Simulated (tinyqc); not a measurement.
Shift against diffusion length: interdiffusion of a quantum well during annealing: blurred potential and shift of the confined levels. Computed by tinyqc, a small Python program. Command: `OMP_NUM_THREADS=1 python tinyqc.py 3002634 3002635 out.jsonl qwi walk`. One thread of a shared host (Intel(R) Xeon(R) Processor @ 2.30GHz), about 0.06 s of CPU time with the checks.

A square well of width w is blurred by Fick diffusion with a constant coefficient; band offsets are linear in composition, masses are uniform, and strain and excitons are ignored.

Inputs (values chosen for the exercise, modelled on SiGe in silicon (holes and electrons as a model)):
```
quantity               value  unit
well width w             2.7    nm
electron mass m_e      0.181   m_0
hole mass m_h           0.27   m_0
conduction offset V_c  0.029    eV
valence offset V_v      0.25    eV
```

Constants: hbar^2/(2 m_0) = 3.80998212 eV angstrom^2.

Method:
- Square well, ground state: take the lowest root of k tan(k w/2) = kappa, k^2 = E/c, kappa^2 = (V - E)/c, c = hbar^2/(2m) with hbar^2/(2 m_0) in eV angstrom^2.
- With L = sqrt(D t) and the share at the centre erf(w/(4L)). After the anneal: V(z) = V {1 - (1/2)[erf((w/2 - z)/(2L)) + erf((w/2 + z)/(2L))]}, energies counted from the original well bottom. Finite differences on 3000 points over |z| < w/2 + 6L + 25 nm; shifts are taken against the same grid with cell-averaged square steps.
- First-order estimate for small L: the shift is 2 L^2 V |d(psi^2)/dz| at an edge, with psi the normalised square-well state: psi^2 = cos^2(k z)/(w/2 + 1/kappa) inside, so |d(psi^2)/dz| = k sin(k w)/(w/2 + 1/kappa).

electron level before the anneal = 23.4910 meV

hole level before the anneal = 75.6375 meV

Shifts (meV):
```
L/w   L (nm)  share at the centre  electron     hole      sum  first-order sum
0.02   0.054                    1     0.006    0.417    0.423          0.44182
0.04   0.108                    1     0.022    1.604    1.626           1.7673
0.07   0.189              1.00000     0.066    4.637    4.702           5.4123
0.1     0.27              0.99959     0.128    8.982     9.11           11.046
0.15   0.405              0.98158     0.263    18.49   18.754           24.853
0.2     0.54              0.92290     0.425   29.642   30.066           44.182
0.3     0.81              0.76141     0.773   51.788   52.561           99.410
0.45   1.215              0.56794     1.264   77.606    78.87           223.67
0.7     1.89              0.38649     1.911  103.915  105.826           541.23
1        2.7              0.27633     2.466  121.429  123.895           1104.6
```

What follows from these numbers?

The sum grows as L^1.94 between the first rows (L^2, linear in time, in first order) and as L^0.44 between the last, as it bends towards the limit V_c + V_v less the original levels, 179.9 meV. The first-order form is off by +4 % in the first row and +21 % at L/w = 0.1; it needs L well below the decay length 1/kappa. At L/w = 0.2 the hole level has moved by the larger share of its offset (11.9 % for the hole, 1.5 % for the electron). Caution: the well mass is used in the barriers too; a heavier barrier mass would lower these levels.
